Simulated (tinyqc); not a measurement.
# Mass from the capacitance plateau

Question. Once one two-dimensional band is degenerate, Cq = q gv md m0 q/(pi hbar^2) and 1/C_G = 1/Cox + 1/Cq (no traps). Find Cq, md and the oxide-equivalent thickness 3.9 eps0/Cq that it adds.

Parameters, values chosen for the exercise: valley degeneracy gv = 2.

Constants: q = 1.602176634e-19 C, hbar = 1.054571817e-34 J s, m0 = 9.1093837015e-31 kg, eps0 = 8.8541878128e-14 F/cm where lengths are in cm. Results are converted to the units shown.

C_G on the plateau = 2.6379275 uF/cm^2
Cox = 2.8151777 uF/cm^2

Solution. Removing Cox from the series leaves Cq, which is proportional to gv md.

Cq = 41.90 uF/cm^2
md = 0.3130 m0
added thickness = 0.08242 nm

Computed by the program tinyqc: `OMP_NUM_THREADS=1 python tinyqc.py 2200055 2200056 out.jsonl`, one thread of a shared Intel Xeon 2.30GHz, about 0.01 s for the whole run.
